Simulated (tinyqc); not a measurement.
Inside a calculation: Wannier function of the lower band of a two-orbital chain. Values are carried at full precision from step to step, so a last printed digit may differ when a step is redone from the rounded ones.

H(k) = [[-d/2 - 2 ta cos k, -t1 - t2 exp(-ik)], [-t1 - t2 exp(ik), d/2 - 2 tb cos k]], k in 1/a, Bloch sums with exp(ikR) and without the positions inside the cell. Mesh k_j = 2 pi j/N. Projection gauge: each lower eigenvector u is multiplied by the phase that makes <trial|u> real and positive (the one-band case of Loewdin orthogonalisation). Wannier amplitudes w(R) = (1/N) sum_k exp(ikR) u(k); hoppings H(R) = (1/N) sum_k exp(-ikR) E(k).

Inputs chosen for the exercise:
- d = -0.95 eV (A at -d/2, B at +d/2)
- t1 = 2.42 eV (A-B in the cell)
- t2 = 0.89 eV (B to A of the next cell)
- ta = 0.11 eV (A-A between cells)
- tb = 0.06 eV (B-B between cells)
- N = 6 (k points)
- th = 45 degrees (trial orbital cos(th) A + sin(th) B in cell 0)
- xb = 0.39 a (position of B (A at 0))
- a = 4.6 angstrom (period)
- kq = 2.54 1/a (point off the mesh)

## Bloch states in the projection gauge

Diagonalise at each mesh point and fix the phase.

Mesh:

| j | E lower (eV) | E upper (eV) | u_A | u_B | \|<trial\|u>\| |
|---|---|---|---|---|---|
| 0 | -3.5072 | 3.1672 | 0.66055 | 0.75078 | 0.9980 |
| 1 | -3.0858 | 2.9158 | 0.64543-0.09186i | 0.75269+0.09186i | 0.9886 |
| 2 | -2.0932 | 2.2632 | 0.60730-0.12813i | 0.77353+0.12813i | 0.9764 |
| 3 | -1.4476 | 1.7876 | 0.58114 | 0.81381 | 0.9864 |
| 4 | -2.0932 | 2.2632 | 0.60730+0.12813i | 0.77353-0.12813i | 0.9764 |
| 5 | -3.0858 | 2.9158 | 0.64543+0.09186i | 0.75269-0.09186i | 0.9886 |

The projection is smallest at j = 2 and 4 (0.9764); the gauge is smooth as long as it stays away from zero.

## The Wannier function

w(R) = (1/N) sum_j exp(2 pi i j R/N) u_j, for the N cells nearest the origin; it is real.

Amplitudes:

| R | on A | on B |
|---|---|---|
| -2 | 0.0086 | -0.0041 |
| -1 | -0.0439 | 0.0495 |
| 0 | 0.6245 | 0.7695 |
| 1 | 0.0831 | -0.0775 |
| 2 | -0.0123 | 0.0169 |
| 3 | 0.0005 | -0.0036 |

norm = 1.0000

Cell 0 holds 98.2 % of the weight.

## Centre and spread in real space

Point-like orbitals at R (A) and R + xb (B): centre <x>, spread <x^2> - <x>^2.

centre in units of a = 0.244
centre in angstrom = 1.121
spread = 1.159 angstrom^2

## The same from overlaps (Marzari-Vanderbilt)

b = 2 pi/N; M_j = u_j^+ diag(1, exp(-i b xb)) u_(j+1), with u_N = u_0. Centre = -(1/2 pi) sum arg M_j; gauge-invariant part Omega_I = (1/(N b^2)) sum (1 - |M_j|^2); gauge-dependent part Omega_D = (1/(N b^2)) sum (arg M_j + b centre)^2.

Overlaps:

| j | \|M_j\| | arg M_j (rad) |
|---|---|---|
| 0 | 0.9973 | -0.2243 |
| 1 | 0.9884 | -0.2448 |
| 2 | 0.9297 | -0.2961 |
| 3 | 0.9297 | -0.2961 |
| 4 | 0.9884 | -0.2448 |
| 5 | 0.9973 | -0.2243 |

centre from overlaps = 0.244 a
Omega_I = 0.0498 a^2
Omega_D = 0.0008 a^2

The centre is the Berry phase over 2 pi and does not depend on the trial orbital (modulo a). Omega_D is 1.6 % of the total; in one dimension a gauge that spreads the phase evenly removes it. The total is 0.0507 a^2, against 0.0553 a^2 (centre 0.244 a) in real space on 96 cells.

## Hoppings and interpolation

H(R) = (1/N) sum_j E_j cos(2 pi j R/N) for R = 0 to N/2. Interpolation: E(k) = H(0) + 2 sum H(R) cos(kR), the term R = N/2 of an even mesh counted once.

H(0), H(1), ... (eV): -2.5521  -0.5087  0.0374  -0.0124

interpolated E(kq) = -1.6894 eV

The exact value is -1.6939 eV; the interpolation is off by +4.5 meV. Though the chain has short hoppings, the single band has longer ones, made by paths through the other orbital, which the tails of the Wannier function carry.

## Checks

- Centre from overlaps against the real-space centre on 200 points: both 0.2436.
- Omega_I + Omega_D against the real-space spread on 200 points: both 0.0553.

Program tinyqc; command `OMP_NUM_THREADS=1 python tinyqc.py 1480102 1480103 out.jsonl`; about 0.1 s on one thread of a shared Intel(R) Xeon(R) Processor @ 2.30GHz.
